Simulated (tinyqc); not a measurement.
From results back to parameters: thin-film optics by transfer matrices. Four cases, with inputs chosen for the exercise.

Problem. A bare substrate in air: with rho = tan(Psi) exp(i Delta), Delta = 180 degrees at small angles on a dielectric, conj(eps) = sin^2(theta) [1 + tan^2(theta) ((1 - rho)/(1 + rho))^2], and n + i k = sqrt(eps).

Find: rho; eps; n; k.

Method. Form rho, insert it, conjugate, and take the root with k >= 0.

Case 1.

Values chosen (out of a larger set: indices near those of polySi, SiO2 on Si; not measured data): lam = 633 nm (vacuum wavelength); theta_e = 60 degrees (angle of the ellipsometer).

Psi = 23.3779 degrees
Delta = 179.7078 degrees

Solution.

rho = -0.4323+0.0022i
eps = 15.07+0.16i
n = 3.882
k = 0.020

Case 2.

Values chosen (out of a larger set: indices near those of polySi, SiO2 on Cu; not measured data): lam = 633 nm (vacuum wavelength); theta_e = 65 degrees (angle of the ellipsometer).

Psi = 43.1477 degrees
Delta = 121.0138 degrees

Solution.

rho = -0.4830+0.8033i
eps = -10.82+1.77i
n = 0.268
k = 3.300

Case 3.

Values chosen (out of a larger set: indices near those of resist on Al; not measured data): lam = 248 nm (vacuum wavelength); theta_e = 65 degrees (angle of the ellipsometer).

Psi = 43.4756 degrees
Delta = 115.5552 degrees

Solution.

rho = -0.4090+0.8554i
eps = -8.61+1.12i
n = 0.190
k = 2.940

Case 4.

Values chosen (out of a larger set: indices near those of resist, ARC on polySi; not measured data): lam = 633 nm (vacuum wavelength); theta_e = 70 degrees (angle of the ellipsometer).

Psi = 10.9889 degrees
Delta = 178.5094 degrees

Solution.

rho = -0.1941+0.0051i
eps = 15.51+0.31i
n = 3.939
k = 0.039

Computed by tinyqc, one run a case: `OMP_NUM_THREADS=1 python tinyqc.py N N+1 out.jsonl` with N = 1682504, 1682521, 1682557, 1682561; one thread of a shared Intel(R) Xeon(R) Processor @ 2.30GHz, about 0.01 s a run at most.
